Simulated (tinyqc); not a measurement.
Worked calculation: Ewald sum of point charges, fluorite, strained along z by a factor 0.88, lattice. Computed by tinyqc, a small Python program that keeps every step. Command: `OMP_NUM_THREADS=1 python tinyqc.py 21507 21508 out.jsonl` (the two numbers bound the seeds that draw the settings). One thread of a shared host (Intel(R) Xeon(R) Processor @ 2.60GHz), about 0.06 s of CPU time with the checks.

## Ewald sum with eta = 0.252 1/bohr

cell vectors (rows) (bohr):
```
          1         2         3
1  0.000000  6.295000  5.540000
2  6.295000  0.000000  5.540000
3  6.295000  6.295000  0.000000
```

Charges:
```
q                f1        f2        f3
2.000000   0.000000  0.000000  0.000000
-1.000000  0.250000  0.250000  0.250000
-1.000000  0.750000  0.750000  0.750000
```

Real space: 1/2 sum q_i q_j erfc(eta r)/r over all images with r > 0; reciprocal space: (2 pi/V) sum_(G != 0) exp(-G^2/4 eta^2)/G^2 |S(G)|^2 with S(G) = sum q exp(i G.r); self term -eta/sqrt(pi) sum q^2; background -pi Q^2/(2 V eta^2), Q the total charge.

Real-space shells (first ones):
```
r (bohr)   pairs  sum (hartree)
5.242749      16      -0.188309
5.540000       4       0.017452
6.295000       8       0.015803
8.385620      24       0.008024
8.902474      12       0.002036
9.427068      16      -0.001325
10.331528     32      -0.000717
10.485497     16       0.000142
11.080000      6       0.000043
12.590000     12       0.000007
12.743368     16       3.51e-06
12.966251     32      -0.000009
```

Reciprocal shells (first ones that count):
```
G^2 (1/bohr^2)  vectors  sum (hartree)
0.819698              8       0.022166
0.996250              4       0.018204
1.286294              2       0.002250
2.812198             16       0.000005
3.278794              8       1.38e-06
3.392286              8       2.14e-07
4.804698              8       5.81e-10
4.981249              8       1.12e-09
5.271293              8       3.38e-10
5.384786             16       1.06e-10
```

## The total does not depend on eta

The same sums for other eta.

Totals (hartree per cell):
```
eta            real  reciprocal       self  background        total
0.252000  -0.146850    0.042627  -0.853055    0.000000  -0.95727744
0.428000  -0.004221    0.495783  -1.448839    0.000000  -0.95727744
0.504000  -0.000536    0.749368  -1.706109    0.000000  -0.95727744
```

shortest distance = 5.242749 bohr

Madelung constant -E d / (formula units |q+ q-|) = 2.509382
